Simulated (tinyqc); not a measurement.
Donors on two lattice sites with valley-orbit split states, step by step. Values are carried at full precision from step to step, so a last printed digit may differ when a step is redone from the rounded ones.

Each donor binds at most one electron, in any of its states. For a site s, W_s = sum over its states of g exp(E/kT), and the ionised share is 1/(1 + W_s exp(eta)), eta = (EF - Ec)/kT; n = Nc F_1/2(eta); neutrality n + NA = ND x (mean ionised share, the two sites in equal numbers); holes are neglected. Nc from N = 2 (m kB T/(4 pi c))^(3/2) with c = hbar^2/2m0, in 1/angstrom^3; times 1e24 for 1/cm^3, m = md. F_j(eta) = (1/Gamma(j + 1)) integral_0^infinity x^j dx/(1 + exp(x - eta)), which tends to exp(eta) for eta << 0.

Constants: hbar^2/2m0 = 3.80998211 eV angstrom^2; kB = 8.617333262e-05 eV/K.

Inputs chosen for the exercise (near those of nitrogen in 4H-SiC; shifted at random, so the results belong to these values and not to a real crystal):
- md = 0.806 m0 (density-of-states mass of the conduction band)
- E = (63.6, 56.5, 115.5, 74.7) meV (binding energies of h ground, h excited, k ground, k excited)
- g = (2, 4, 2, 4) (their degeneracies with spin)
- T = 400 K
- ND = 4.4e+17 1/cm^3 (donors, half on each site)
- NA = 3.5e+16 1/cm^3 (compensating acceptors, all ionised)
- mu0 = 38 cm^2/(V s) (mobility at heavy doping)
- mu1 = 945 cm^2/(V s) (mobility at light doping and 300 K)
- Nr = 1.6e+17 1/cm^3 (reference doping)
- de = 0.61 (doping exponent)
- ga = 2.4 (temperature exponent)

## Partition sums of the neutral donor

Give each term g exp(E/kT), W_s, and the effective degeneracy W_s exp(-E_ground/kT).

Nc = 2.7956e+19 1/cm^3

terms: h ground 12.66, h excited 20.60, k ground 57.05, k excited 34.93

W_s: h 33.261, k 91.985

effective degeneracy: h 5.255, k 3.225

The ground state alone would give 2 and all states together 6 on each site; here the excited states hold 62 % and 38 % of the bound electrons on the h and k sites.

## Neutrality

Solve for eta.

eta = -4.699
n = 2.54e+17 1/cm^3

ionised share: h 0.768, k 0.544

n is 0.626 of ND - NA. The deeper k site is ionised 0.71 times as much as the h site.

## Mobility and resistivity

Mobility (Caughey-Thomas form): mu = mu0 + (mu1 (T/300)^(-ga) - mu0)/(1 + ((ND + NA)/Nr)^de); rho = 1/(e n mu), e = 1.602176634e-19 C.

Compare with full ionisation, n = ND - NA.

mu = 186.1 cm^2/(V s)
rho = 0.132 ohm cm
rho at full ionisation = 0.0828 ohm cm

Incomplete ionisation raises rho by a factor 1.6.

## Checks

- n + NA against ND times the mean ionised share (1/cm^3): both 2.886e+17.

(tinyqc, `OMP_NUM_THREADS=1 python tinyqc.py 1651186 1651187 out.jsonl`, Intel(R) Xeon(R) Processor @ 2.30GHz, 1 thread, shared host, about 0.01 s.)
